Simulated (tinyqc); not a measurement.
Worked calculation: sp3 tight binding, zinc-blende lattice. One step of it, computed by the program tinyqc.

Task: Levels at k. Diagonalise the Hermitian matrix.

H(k) at k (eV), lower triangle (Hermitian):
```
                      a s                 a px                 a py                a pz
a s            -17.780000
a px             0.000000            -8.510000
a py             0.000000             0.000000            -8.510000
a pz             0.000000             0.000000             0.000000           -8.510000
c s   -3.854029-1.234115i  -1.291552-1.862847i  -3.656042-0.658079i  0.447230+5.379703i
c px   1.291552+1.862847i   0.530627+0.169914i  -0.469332-5.645563i  3.836720+0.690600i
c py   3.656042+0.658079i  -0.469332-5.645563i   0.530627+0.169914i  1.355380+1.954907i
c pz  -0.447230-5.379703i   3.836720+0.690600i   1.355380+1.954907i  0.530627+0.169914i

            c s       c px       c py       c pz
c s   -8.720000
c px   0.000000  -3.790000
c py   0.000000   0.000000  -3.790000
c pz   0.000000   0.000000   0.000000  -3.790000
```

Give: eigenvalues; weights |c|^2 of the basis functions.

Result:

eigenvalues (eV): -21.8976  -16.1248  -13.5399  -12.5434  -1.7818  -0.7859  0.6577  2.6157

weights |c|^2 of the basis functions:
```
      band 1  band 2  band 3  band 4  band 5  band 6  band 7  band 8
a s   0.7656  0.0347  0.0158  0.0072  0.0846  0.0663  0.0086  0.0173
a px  0.0022  0.1683  0.1011  0.3860  0.0053  0.0162  0.1805  0.1403
a py  0.0000  0.1569  0.4090  0.0463  0.1174  0.0297  0.1313  0.1094
a pz  0.0159  0.2054  0.1223  0.2410  0.1903  0.1205  0.0058  0.0989
c s   0.1053  0.2799  0.0641  0.0240  0.4563  0.0219  0.0145  0.0340
c px  0.0163  0.0429  0.1280  0.1452  0.0004  0.0657  0.3620  0.2395
c py  0.0238  0.0913  0.1092  0.0589  0.0821  0.1576  0.2848  0.1923
c pz  0.0709  0.0207  0.0505  0.0914  0.0635  0.5221  0.0127  0.1683
```
